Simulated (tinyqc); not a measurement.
Semiconducting tubes compared: carbon nanotube by zone folding.

Circumference C = n a1 + m a2, a = sqrt3 acc; d = a sqrt(n^2 + nm + m^2)/pi; tan(theta) = sqrt3 m/(2n + m); dR = gcd(2n + m, 2m + n); T = t1 a1 + t2 a2 with t1 = (2m + n)/dR, t2 = -(2n + m)/dR, |T| = sqrt3 pi d/dR; N = 2 (n^2 + nm + m^2)/dR hexagons a cell. On cutting line mu = 0 to N - 1 at x = k|T|/(2 pi) the phases are p1 = 2 pi (-t2 mu + m x)/N, p2 = 2 pi (t1 mu - n x)/N, and E = -/+ t |1 + exp(i p1) + exp(i p2)|.

Values chosen for the exercise (out of a larger set: near those used for carbon; not measured data): t = 2.84 eV (hopping); acc = 1.42 angstrom (bond length); tubes = ((9, 4), (16, 9), (7, 2), (11, 7), (10, 8), (16, 8), (14, 13)) (pairs (n, m)).

E11 and E22 are twice the two lowest band edges; the cone gives E11 d = 2 t acc and E22/E11 = 2.

Cases:
```
(n,m)
(9,4)
(16,9)
(7,2)
(11,7)
(10,8)
(16,8)
(14,13)
```

Rank the cases by E11 (eV), lowest first.

Answer: (14,13), (16,9), (16,8), (11,7), (10,8), (9,4), (7,2).

Tubes:
```
(n,m)    d (angstrom)  theta (deg)  (n - m) mod 3  E11 (eV)  E22 (eV)  E11 d/(2 t acc)  E22/E11
(9,4)            9.03         17.5              2    0.9047    1.7095            1.013    1.890
(16,9)          17.17         20.8              1    0.4663    0.9476            0.993    2.032
(7,2)            6.41         12.2              2    1.2895    2.3268            1.025    1.804
(11,7)          12.30         22.7              1    0.6495    1.3187            0.991    2.030
(10,8)          12.23         26.3              2    0.6605    1.2981            1.001    1.965
(16,8)          16.57         19.1              2    0.4900    0.9548            1.007    1.949
(14,13)         18.31         28.8              1    0.4397    0.8789            0.998    1.999
```

E11 follows 1/d first. For mod 1 the scaled E11 lies below one (0.991 to 0.998) and E22/E11 on both sides of two (1.999 to 2.032). For mod 2 the scaled E11 lies above one (1.001 to 1.025) and E22/E11 below two (1.804 to 1.965). The largest departure of the scaled E11 is that of (7,2); warping acts as cos(3 theta)/d, most for thin tubes near zigzag. Below about 8 angstrom curvature, left out of zone folding, changes the gaps further.

Program tinyqc; command `OMP_NUM_THREADS=1 python tinyqc.py 1481901 1481902 out.jsonl`; about 0.01 s on one thread of a shared Intel(R) Xeon(R) Processor @ 2.30GHz.
